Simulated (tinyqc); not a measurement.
Worked calculation: ROHF in the 3-21g basis, for H3, spin multiplicity 2. One step of it, computed by the program tinyqc.

Task: Iteration 1: Roothaan effective Fock matrix. With projectors Pc = D(beta) S, Po = (D(alpha) - D(beta)) S, Pv = 1 - D(alpha) S, the block xy is Px^T F Py; with Fc = (F(alpha) + F(beta))/2, the blocks are Fc for cc, oo, vv and cv, F(beta) for co and F(alpha) for ov.

F(alpha) (hartree):
```
           1H 1s      1H 2s      2H 1s      2H 2s      3H 1s      3H 2s
1H 1s  -0.009373  -0.343812  -0.134494  -0.229668  -0.134494  -0.229668
1H 2s  -0.343812  -0.226624  -0.169182  -0.166056  -0.169182  -0.166056
2H 1s  -0.134494  -0.169182   0.271397  -0.138357   0.007089  -0.053244
2H 2s  -0.229668  -0.166056  -0.138357  -0.076715  -0.053244  -0.090916
3H 1s  -0.134494  -0.169182   0.007089  -0.053244   0.271397  -0.138357
3H 2s  -0.229668  -0.166056  -0.053244  -0.090916  -0.138357  -0.076715
```

F(beta) (hartree):
```
           1H 1s      1H 2s      2H 1s      2H 2s      3H 1s      3H 2s
1H 1s   0.159105  -0.311791  -0.164161  -0.209448  -0.164161  -0.209448
1H 2s  -0.311791  -0.203548  -0.148088  -0.153930  -0.148088  -0.153930
2H 1s  -0.164161  -0.148088   0.393086  -0.115897   0.022698  -0.055297
2H 2s  -0.209448  -0.153930  -0.115897  -0.046461  -0.055297  -0.086412
3H 1s  -0.164161  -0.148088   0.022698  -0.055297   0.393086  -0.115897
3H 2s  -0.209448  -0.153930  -0.055297  -0.086412  -0.115897  -0.046461
```

D(alpha) at the start:
```
           1H 1s      1H 2s      2H 1s      2H 2s      3H 1s      3H 2s
1H 1s   0.689235  -1.566346  -0.525679   1.072882  -0.525679   1.072882
1H 2s  -1.566346   3.559654   1.194649  -2.438216   1.194649  -2.438216
2H 1s  -0.525679   1.194649   1.196275  -1.655966  -0.394407   0.019394
2H 2s   1.072882  -2.438216  -1.655966   2.552351   0.019394   0.787804
3H 1s  -0.525679   1.194649  -0.394407   0.019394   1.196275  -1.655966
3H 2s   1.072882  -2.438216   0.019394   0.787804  -1.655966   2.552351
```

D(beta) at the start:
```
          1H 1s     1H 2s      2H 1s      2H 2s      3H 1s      3H 2s
1H 1s  0.000000  0.000000   0.000000   0.000000   0.000000   0.000000
1H 2s  0.000000  0.000000   0.000000   0.000000   0.000000   0.000000
2H 1s  0.000000  0.000000   0.795341  -0.837680  -0.795341   0.837680
2H 2s  0.000000  0.000000  -0.837680   0.882273   0.837680  -0.882273
3H 1s  0.000000  0.000000  -0.795341   0.837680   0.795341  -0.837680
3H 2s  0.000000  0.000000   0.837680  -0.882273  -0.837680   0.882273
```

overlap S:
```
          1H 1s     1H 2s     2H 1s     2H 2s     3H 1s     3H 2s
1H 1s  1.000000  0.645899  0.125579  0.319396  0.125579  0.319396
1H 2s  0.645899  1.000000  0.319396  0.652734  0.319396  0.652734
2H 1s  0.125579  0.319396  1.000000  0.645899  0.000378  0.038772
2H 2s  0.319396  0.652734  0.645899  1.000000  0.038772  0.181528
3H 1s  0.125579  0.319396  0.000378  0.038772  1.000000  0.645899
3H 2s  0.319396  0.652734  0.038772  0.181528  0.645899  1.000000
```

Give: effective F.

Result:

effective F (hartree):
```
         1H 1s    1H 2s    2H 1s    2H 2s    3H 1s    3H 2s
1H 1s   0.0579  -0.3277  -0.1378  -0.2202  -0.1378  -0.2202
1H 2s  -0.3277  -0.2141  -0.1579  -0.1617  -0.1579  -0.1617
2H 1s  -0.1378  -0.1579   0.3251  -0.1282   0.0078  -0.0553
2H 2s  -0.2202  -0.1617  -0.1282  -0.0586  -0.0553  -0.0857
3H 1s  -0.1378  -0.1579   0.0078  -0.0553   0.3251  -0.1282
3H 2s  -0.2202  -0.1617  -0.0553  -0.0857  -0.1282  -0.0586
```
